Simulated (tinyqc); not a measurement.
Levels of description: finite square well with mass mismatch (envelope functions).

A square well of width L and depth V0, mass mw inside and mb outside, energies from the bottom of the well, c = hbar^2/2m0. k = sqrt(mw E/c), kappa = sqrt(mb (V0 - E)/c). psi and psi'/m are continuous at the walls (BenDaniel-Duke), so level n solves k L + 2 atan[(k/mw)/(kappa/mb)] = n pi.

Non-parabolic bands: mw is replaced by mw (1 + alpha_w E) and mb by mb (1 - alpha_b (V0 - E)), in k, kappa and the matching condition alike.

Constants: hbar^2/2m0 = 3.80998211 eV angstrom^2.

Inputs chosen for the exercise (near those of the light valleys of a Si film in SiO2; the results hold for these values, not for the real material):
```
symbol   value  unit      meaning
L        17     angstrom  well width
V0       3.27   eV        barrier height
mw       0.185  m0        mass in the well
mb       0.492  m0        mass in the barrier
alpha_w  0.5    1/eV      non-parabolicity in the well
alpha_b  0.15   1/eV      non-parabolicity in the barrier
```

The same well five ways. mb = mw: the barrier takes the mass of the well. psi' continuous: kappa holds mb but the condition drops the masses, k L + 2 atan(k/kappa) = n pi. The last column is measured against BenDaniel-Duke.

Levels (eV):
```
model                E1      E2      E3  E1 - E1(BDD) (meV)
infinite walls   0.7033  2.8133  6.3299               375.5
mb = mw          0.4150  1.5978  3.1574                87.2
BenDaniel-Duke   0.3278  1.3736  3.0859                 0.0
psi' continuous  0.4947  1.8330  3.2122               167.0
non-parabolic    0.3489  1.1234  2.0297                21.2
```

Hard walls put E1 375.5 meV too high. Ignoring the mass step moves it by +87.2 meV and the wrong matching by +167.0 meV: with mb/mw = 2.66, continuity of psi'/m lets the slope outside be 2.66 times the slope inside, which acts like a softer wall. Non-parabolicity shifts E1 by +21.2 meV, the balance of a heavier mass in the well, which lowers it, and a lighter mass deep in the barrier, which hardens the wall. Among the finite wells the largest departure in E1 is that of the model 'psi' continuous'.

(tinyqc, `OMP_NUM_THREADS=1 python tinyqc.py 1280988 1280989 out.jsonl`, Intel(R) Xeon(R) Processor @ 2.30GHz, 1 thread, shared host, about 0.01 s.)
